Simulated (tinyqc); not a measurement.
# Partial widths from the peak

Problem. A Breit-Wigner resonance has total width G = GL + GR and peak transmission Tp = 4 GL GR/G^2. GL is known to be the larger. Find GL, GR and the lifetime hbar/G.

Constants: q = 1.602176634e-19 C, hbar = 1.054571817e-34 J s. Results are converted to the units shown.

G = 4.3277752 meV
Tp = 0.72712401

Answer. GL and GR have the sum G and the product Tp G^2/4, so they are (G/2)(1 +/- sqrt(1 - Tp)).

GL = 3.29 meV
GR = 1.03 meV
lifetime = 152 fs

Computed by the program tinyqc: `OMP_NUM_THREADS=1 python tinyqc.py 2600048 2600049 out.jsonl`, one thread of a shared Intel Xeon 2.30GHz, about 0.2 s for the whole run.
